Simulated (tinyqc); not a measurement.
Which pair of peaks is best: composition and strain of an epitaxial Si(1-x)Ge(x) layer from Raman and X-ray peaks. Computed by tinyqc, a small Python program. Command: `OMP_NUM_THREADS=1 python tinyqc.py 3018140 3018141 out.jsonl epiraman walk`. One thread of a shared host (Intel(R) Xeon(R) Processor @ 2.30GHz), about 0.01 s of CPU time with the checks.

A (001) layer, biaxially strained in the plane. The Raman peaks follow empirical lines omega = w0 + c1 x + c3 x^3 + b eps (c3 for Si-Ge alone), with eps the in-plane strain.

Inputs (values chosen for the exercise, modelled on silicon-germanium):
```
quantity,value,unit
Ge fraction x,0.9,-
Si-Si: c1,-64.5,1/cm
Si-Si: strain coefficient b,-696,1/cm
Si-Ge: c1,24.4,1/cm
Si-Ge: c3,-32,1/cm
Si-Ge: strain coefficient b,-564,1/cm
Ge-Ge: c1,18.9,1/cm
Ge-Ge: strain coefficient b,-479,1/cm
uncertainty of a Raman peak,0.1,1/cm
```

Substrate: germanium.

Method. For each pair invert J = [d omega/dx, d omega/d eps] at the true x. Independent errors of the given size in both peaks give sigma_x and sigma_eps = uncertainty x (norm of the rows of the inverse of J).

Error propagation:
```
pair,det J,sigma_x,sigma_eps (per mille)
Si-Si and Si-Ge,-0.76056,0.11779,11.007
Si-Si and Ge-Ge,44.0499,0.0019181,0.15258
Si-Ge and Ge-Ge,36.21904,0.0020430,0.15629
```

The pair Si-Si and Ge-Ge fixes x best (sigma_x = 0.0019) and Si-Si and Si-Ge worst (0.12), a factor 61. Strain moves all peaks the same way, so a good pair needs different ratios of composition slope to strain coefficient, best of opposite sign; the slopes here are -64.5, -53.4 and 18.9 per cm for Si-Si, Si-Ge and Ge-Ge. Errors in the coefficients themselves are not counted.

Extremes, crossings and ranges named in words are read from the listed rows.
